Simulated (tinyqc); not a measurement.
AlGaN/GaN HEMT with access regions, lumped model: effect of the share of the drain-access electrons removed by traps.

A polarisation-induced electron sheet under a Schottky gate, in series with two ungated access regions and contacts. Drift law v = mu E/(1 + mu E/vs) under the gate. Currents in mA/mm, resistances in ohm mm. No self-heating, no channel-length modulation; fits for polarisation, barrier and offset are chosen for the exercise.

sigma = (5e13 x + 1.6e13 x^2) cm^-2, phiB = 0.84 + 1.3 x, dEc = 0.7 (1.71 x + x^2) in volts, Cb = eps0 eps_r/d, VT = phiB - dEc - q sigma/Cb, access density n0 = -Cb VT/q. Access resistance R(L, n) = L/(q mu n sqrt(1 - (I/(q n vs))^2)); Rs = Rc + R(Ls, n0), Rd = Rc + R(Ld, (1 - ft) n0). Vg' = Vg - I Rs, Vd' = Vd - I (Rs + Rd); with u = Vg' - VT, Vc = vs Lg/mu and w the smaller of Vd' and Vc [sqrt(1 + 2 u/Vc) - 1] (0 if negative), the channel gives (mu Cb/Lg)(u w - w^2/2)/(1 + w/Vc). I equals that channel current. Isat is I at Vd = 10 V, gm = dIsat/dVg, Ron the limit of Vd/I at small Vd.

Inputs (values chosen for the exercise); values close to those of AlGaN/GaN structures: aluminium share of the barrier x = 0.22; barrier thickness d = 18 nm; relative permittivity of barrier and channel eps_r = 9.4; channel mobility mu = 1300 cm^2/(V s); saturation velocity vs = 1.4e7 cm/s; gate length Lg = 0.25 um; source access length Ls = 0.5 um; drain access length Ld = 2 um; resistance of each contact Rc = 0.15 ohm mm; gate voltage Vg = -0.5 V.

Constants: q = 1.602176634e-19 C, eps0 = 8.8541878128e-14 F/cm where lengths are in cm. Results are converted to the units shown.

The same in every row: VT (V) = -3.251; n0 (cm^-2) = 9.383e12.

Effect of the share of the drain-access electrons removed by traps:

| ft | Ron (ohm mm) | Isat (mA/mm) | gm (mS/mm) |
|---|---|---|---|
| 0 | 1.730 | 942.0 | 396.4 |
| 0.1 | 1.844 | 942.0 | 396.4 |
| 0.2 | 1.986 | 942.0 | 396.4 |
| 0.3 | 2.169 | 942.0 | 396.4 |
| 0.4 | 2.413 | 942.0 | 396.4 |
| 0.5 | 2.754 | 942.0 | 396.4 |
| 0.6 | 3.266 | 819.5 | 2.120 |
| 0.7 | 4.118 | 615.7 | 0.4096 |

As ft goes from 0 to 0.7, Ron rises from 1.73 to 4.12 ohm mm, Isat falls from 942 to 616 mA/mm and gm falls from 396 to 0.410 mS/mm. The ceiling Cb vs is 647 mS/mm. In every row the power passes 5 W/mm, where self-heating, left out here, lowers the current. For ft = 0.6 to 0.7 the gated channel is not yet saturated at 10 V, because the access regions take the voltage, and gm drops.

Program tinyqc, `OMP_NUM_THREADS=1 python tinyqc.py 2570071 2570072 out.jsonl`; Intel Xeon 2.30GHz, shared host, one thread, about 0.02 s.
